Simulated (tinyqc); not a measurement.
Energy and delay of logic against supply voltage: one step of the calculation.

One expression serves below and above threshold: I(Vg) = Ik [ln(1 + exp((Vg - VT + dd V)/(al nf Vt)))]^al, with I_on = I(V) and I_off = I(0). Gate delay td = kd C V/I_on, clock period LD td. Per gate and cycle the switching energy is act C V^2 and the leakage energy I_off V LD td. No short-circuit current, no variation. Minima are sought above 0.09 V; below a few Vt gates no longer switch and the model has no meaning.

Task. New V. Minimum-energy supply: E(V) is the energy per gate and cycle; with h = 0.001 V, E' = (E(V + h) - E(V - h))/(2 h), E'' = (E(V - h) - 2 E(V) + E(V + h))/h^2, V(new) = V - E'/E''.

Parameters, values chosen for the exercise; values of the order met in logic technologies: temperature T = 330 K; threshold voltage at zero drain bias VT = 0.18 V; slope factor nf = 1.18; barrier lowering per volt of supply dd = 0.06; specific current of a gate Ik = 0.63 uA; exponent of the current law al = 1.49; load capacitance of a gate C = 0.68 fF; delay factor kd = 0.7; logic depth LD = 40; activity factor act = 0.1.

Constants: q = 1.602176634e-19 C, kB = 1.380649e-23 J/K, Vt = kB T/q. Results are converted to the units shown.

V after iteration 1 = 0.20297637 V

Find: E'; E''; V after iteration 2.

Result.

E' = -5.666 aJ/V
E'' = 662.7 aJ/V^2
V after iteration 2 = 0.2115 V

tinyqc, about 0.01 s, one thread, Intel Xeon 2.30GHz (shared host): `OMP_NUM_THREADS=1 python tinyqc.py 2082037 2082038 out.jsonl`
